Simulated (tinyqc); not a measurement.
# The trial energy against the axis ratio

Model: donor in an ellipsoidal valley (Kohn-Luttinger variational method). Computed by tinyqc, a small Python program. Command: `OMP_NUM_THREADS=1 python tinyqc.py 3019879 3019880 out.jsonl kohnlutt sweep`. One thread of a shared host (Intel(R) Xeon(R) Processor @ 2.30GHz), about 0.07 s of CPU time with the checks.

H = -(d^2/dx^2 + d^2/dy^2) - gamma d^2/dz^2 - 2/r in units built on m_t, with gamma = m_t/m_l and z along the valley axis. One valley; no valley-orbit or central-cell term.

Inputs (values chosen for the exercise, modelled on diamond): transverse mass m_t = 0.338 m_0; longitudinal mass m_l = 1.46 m_0; dielectric constant eps = 5.84.

Constants: Ry = 13.605693123 eV; a_0 = 0.529177210903 angstrom.

Method. Ry* = Ry m_t/eps^2, a* = a_0 eps/m_t, gamma = m_t/m_l. Trial function exp(-sqrt((x^2 + y^2)/a^2 + z^2/b^2)) with beta = b/a < 1: E = t/a^2 - u/a, t = (2 + gamma/beta^2)/3, u = 2 arcsin(sqrt(1 - beta^2))/sqrt(1 - beta^2); the best a is 2 t/u and E(beta) = -u^2/(4 t).

One run for each value:
```
trial ratio b/a  E(beta) (Ry*)  best a (a*)       t       u
0.15                   -0.5037       2.8517  4.0964  2.8730
0.25                   -0.9747       1.3967  1.9014  2.7227
0.36                   -1.3164       0.9792  1.2621  2.5779
0.46                   -1.4687       0.8380  1.0314  2.4615
0.56                   -1.5217       0.7745  0.9127  2.3571
0.67                   -1.5144       0.7441  0.8386  2.2539
0.77                   -1.4760       0.7347  0.7968  2.1690
0.88                   -1.4169       0.7354  0.7663  2.0840
0.98                   -1.3567       0.7420  0.7470  2.0134
```

Over the rows, E(beta) (Ry*) goes from -0.504 through a minimum among these rows, -1.52 at 0.560, to -1.36; best a (a*) goes from 2.85 through a minimum among these rows, 0.735 at 0.770, to 0.742; t falls from 4.10 to 0.747 (exponent d ln y / d ln x -1.5 between the first rows and -0.24 between the last). Flattening raises the kinetic term t through gamma/beta^2 and the attraction u through a smaller mean distance; the minimum balances the two.

Caution (all rows): a* is only a few bond lengths, so central-cell and valley-orbit terms are large.

Extremes, crossings and ranges named in words are read from the listed rows.
